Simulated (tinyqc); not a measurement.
## Elastic trap-assisted tunnelling through a dielectric: effect of the thickness at fixed voltage

Emitter at x = 0 (Fermi level 0), collector at x = t (Fermi level -V), band edge U(x) = phi - F x, F = V/t. A trap at x has the energy E = U(x) - Et. With G(u) = (4/(3 F)) sqrt(mo/C) max(u, 0)^1.5, C = hbar^2/(2 m0): S1 = G(phi - E) - G(Et), S2 = G(Et) - G(phi - V - E), T1,2 = exp(-S1,2). The steady rate through one trap is nu T1 T2 (f1 - f2)/(T1 + T2), f1 = f(E), f2 = f(E + V), f(y) = 1/(1 + exp(y/Vt)); both contacts offer states at E.

J = q Nt times the integral of the rate over x. Direct S = (4/(3 F)) sqrt(mo/C) [phi^1.5 - max(phi - V, 0)^1.5].

Parameters, values chosen for the exercise; dielectric values close to those of silicon dioxide: temperature T = 300 K; barrier above the emitter Fermi level phi = 3.07 eV; tunnelling mass mo = 0.49 m0; trap depth below the band edge of the dielectric Et = 2.9 eV; trap density Nt = 6.5e18 cm^-3; attempt frequency nu = 1e14 1/s; voltage V = 1.02 V.

Constants: q = 1.602176634e-19 C, kB = 1.380649e-23 J/K, hbar = 1.054571817e-34 J s, m0 = 9.1093837015e-31 kg, Vt = kB T/q, hbar^2/(2 m0) = 0.0380998212 eV nm^2. Results are converted to the units shown.

Result of one run:

| t (nm) | J (A/cm^2) | x of the peak over t | larger S there | direct S |
|---|---|---|---|---|
| 6.2 | 5.98e-11 | 0.477 | 37.7 | 71.0 |

What becomes of these results when the thickness t is changed from 6.2 to 3.4 nm, all else the same?

Result of the changed run:

| t (nm) | J (A/cm^2) | x of the peak over t | larger S there | direct S |
|---|---|---|---|---|
| 3.4 | 0.00146 | 0.476 | 20.7 | 39.0 |

The whole series:

| t (nm) | J (A/cm^2) | x of the peak over t | larger S there | direct S |
|---|---|---|---|---|
| 2.5 | 0.346 | 0.475 | 15.3 | 28.6 |
| 3.4 | 0.00146 | 0.476 | 20.7 | 39.0 |
| 4.4 | 3.36e-6 | 0.476 | 26.8 | 50.4 |
| 5.3 | 1.42e-8 | 0.476 | 32.3 | 60.7 |
| 6.2 | 5.98e-11 | 0.477 | 37.7 | 71.0 |
| 7.1 | 2.52e-13 | 0.477 | 43.2 | 81.3 |
| 8.1 | 5.80e-16 | 0.477 | 49.3 | 92.8 |
| 9 | 2.45e-18 | 0.477 | 54.8 | 103 |

J falls from 0.346 to 2.45e-18 A/cm^2, on average 2.64 decades a nanometre, against 4.98 for the direct exponent: trap-assisted leakage falls more slowly, so it gains on direct tunnelling as the layer thickens.

Range of the model: Phonon-assisted (inelastic) capture, chains of traps and a spread of trap depths are left out.

Numbers from tinyqc (`OMP_NUM_THREADS=1 python tinyqc.py 2370019 2370020 out.jsonl`; about 0.03 s on one thread of a shared Intel Xeon 2.30GHz).
